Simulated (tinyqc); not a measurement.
Square lattice in a magnetic field (Harper-Hofstadter model): one step. Band edges. Four cases, with inputs chosen for the exercise.

Question. Diagonalise at (0, 0) and (pi/q, pi/q).

Landau gauge, lattice period 1: the magnetic cell has q sites j = 0 to q - 1 along x. H_jj = -2 ty cos(ky + 2 pi p j/q), H_(j,j+1) = -tx, and the bond from q - 1 back to 0 is H_(q-1,0) = -tx exp(i q kx). The levels depend on k only through cos(q kx) and cos(q ky), so the band edges lie at (0, 0) and (pi/q, pi/q).

Give: Bands (meV).

Case 1.

Values chosen:
- p = 1 (flux per plaquette p/q, in units of h/e)
- q = 3
- tx = 1.9 meV (hopping along x)
- ty = 1.9 meV (hopping along y)

Answer.

Bands (meV):

| band | bottom | top | width | gap above |
|---|---|---|---|---|
| 1 | -5.1909 | -3.8000 | 1.3909 | 2.4091 |
| 2 | -1.3909 | 1.3909 | 2.7818 | 2.4091 |
| 3 | 3.8000 | 5.1909 | 1.3909 | - |

The bands cover 5.564 meV of the zero-field width 4 (tx + ty) = 15.2 meV.

Case 2.

Values chosen:
- p = 2 (flux per plaquette p/q, in units of h/e)
- q = 3
- tx = 1.3 meV (hopping along x)
- ty = 1.3 meV (hopping along y)

Answer.

Bands (meV):

| band | bottom | top | width | gap above |
|---|---|---|---|---|
| 1 | -3.5517 | -2.6000 | 0.9517 | 1.6483 |
| 2 | -0.9517 | 0.9517 | 1.9033 | 1.6483 |
| 3 | 2.6000 | 3.5517 | 0.9517 | - |

The bands cover 3.807 meV of the zero-field width 4 (tx + ty) = 10.4 meV.

Case 3.

Values chosen (a lateral superlattice; the results hold for these values, not for the real material):
- p = 3 (flux per plaquette p/q, in units of h/e)
- q = 5
- tx = 1.9 meV (hopping along x)
- ty = 1.9 meV (hopping along y)

Answer.

Bands (meV):

| band | bottom | top | width | gap above |
|---|---|---|---|---|
| 1 | -4.9743 | -4.4322 | 0.5420 | 0.2986 |
| 2 | -4.1336 | -3.2580 | 0.8756 | 2.9244 |
| 3 | -0.3336 | 0.3336 | 0.6672 | 2.9244 |
| 4 | 3.2580 | 4.1336 | 0.8756 | 0.2986 |
| 5 | 4.4322 | 4.9743 | 0.5420 | - |

The bands cover 3.503 meV of the zero-field width 4 (tx + ty) = 15.2 meV.

Case 4.

Values chosen:
- p = 6 (flux per plaquette p/q, in units of h/e)
- q = 7
- tx = 1.3 meV (hopping along x)
- ty = 1.3 meV (hopping along y)

Answer.

Bands (meV):

| band | bottom | top | width | gap above |
|---|---|---|---|---|
| 1 | -4.1643 | -4.1569 | 0.0074 | 1.7906 |
| 2 | -2.3663 | -2.2783 | 0.0880 | 1.1468 |
| 3 | -1.1315 | -0.7214 | 0.4100 | 0.3920 |
| 4 | -0.3295 | 0.3295 | 0.6590 | 0.3920 |
| 5 | 0.7214 | 1.1315 | 0.4100 | 1.1468 |
| 6 | 2.2783 | 2.3663 | 0.0880 | 1.7906 |
| 7 | 4.1569 | 4.1643 | 0.0074 | - |

The bands cover 1.670 meV of the zero-field width 4 (tx + ty) = 10.4 meV.

Computed by tinyqc, one run a case: `OMP_NUM_THREADS=1 python tinyqc.py N N+1 out.jsonl` with N = 1251714, 1251880, 1252517, 1281170; one thread of a shared Intel(R) Xeon(R) Processor @ 2.30GHz, about 0.09 s a run at most.
